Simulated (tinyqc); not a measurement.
Energy against coordination: Gupta-type many-body potential for a metal. Computed by tinyqc, a small Python program. Command: `OMP_NUM_THREADS=1 python tinyqc.py 3004094 3004095 out.jsonl gupta walk`. One thread of a shared host (Intel(R) Xeon(R) Processor @ 2.30GHz), about 0.01 s of CPU time with the checks.

E_i = sum_j A exp(-p (r_ij/r0 - 1)) - xi rho_i^gamma, with rho_i = sum_j exp(-2 q (r_ij/r0 - 1)); gamma = 1/2 is the tight-binding second-moment form. The crystal is fcc unless stated; d is the neighbour distance and a fixed number of shells is kept.

Inputs (values chosen for the exercise, for a model metal): repulsion A = 0.0994 eV; hopping xi = 1.18 eV; decay p = 9.35; decay q = 3.74; reference distance r0 = 3.501 angstrom; embedding exponent gamma = 0.45.

Method. Nearest neighbours only, z equal bonds relaxed to their best length: r/r0 = 1 + ln[A p z^(1 - gamma)/(2 q gamma xi)]/(p - 2 q gamma), E = z A exp(-p (r/r0 - 1)) - xi [z exp(-2 q (r/r0 - 1))]^gamma.

Relaxed bonds:
```
z   r (angstrom)  E per atom (eV)  E/z (eV)
1         2.6512          -1.7096   -1.7096
2         2.8743          -1.8846   -0.9423
3         3.0047          -1.9952   -0.6651
4         3.0973          -2.0775   -0.5194
6         3.2278          -2.1994   -0.3666
8         3.3203          -2.2903   -0.2863
9         3.3582          -2.3285   -0.2587
12        3.4508          -2.4246   -0.2021
```

Bonds lengthen from 2.651 to 3.451 angstrom between z = 1 and 12, and |E| grows as z^0.141, the exponent gamma (p - 2q)/(p - 2 q gamma) = 0.141; pair bonds would give z^1 at a fixed length.

Extremes, crossings and ranges named in words are read from the listed rows.
